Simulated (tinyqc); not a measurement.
Time-dependent dielectric breakdown: cell percolation, Weibull statistics, area scaling and voltage extrapolation: one step, computed by the program tinyqc. Command: `OMP_NUM_THREADS=1 python tinyqc.py 3027665 3027666 out.jsonl tddb walk`. One thread of a shared host (Intel(R) Xeon(R) Processor @ 2.30GHz), about 0.01 s of CPU time with the checks.

The oxide is divided into columns of area a^2, each holding m = t_ox/a cells (m is taken as continuous). A share lambda(t) = (t/t_1)^alpha of the cells is defective, and a column whose cells are all defective breaks down.

Problem. Fitting the sample. W = ln(-ln(1 - F_i)) with the median ranks F_i. Least squares in W: W = beta ln t - beta ln t63. Maximum likelihood: solve sum t^b ln t/sum t^b - 1/b = mean of ln t for b, then t63 = (mean of t^b)^(1/b).

Weibull plot:
```
i     t (s)        F_i      ln t          W
1    454.92  0.0744681  6.120123  -2.558941
2    499.81  0.1808511  6.214236  -1.611994
3   2857.90  0.2872340  7.957841  -1.082929
4   3752.12  0.3936170  8.230075  -0.692660
5   4262.75  0.5000000  8.357671  -0.366513
6   5232.89  0.6063830  8.562718  -0.070018
7   6949.00  0.7127660  8.846353   0.221108
8  15278.75  0.8191489  9.634219   0.536541
9  19678.52  0.9255319  9.887283   0.954505
```

Give: slope by least squares; t63 by least squares; slope by maximum likelihood; t63 by maximum likelihood.

Solution.

slope by least squares = 0.81192

t63 by least squares = 6907.6 s

slope by maximum likelihood = 0.99338

t63 by maximum likelihood = 6533.4 s

Caution: t_1 is an input here; in a real oxide it changes with thickness at fixed voltage.
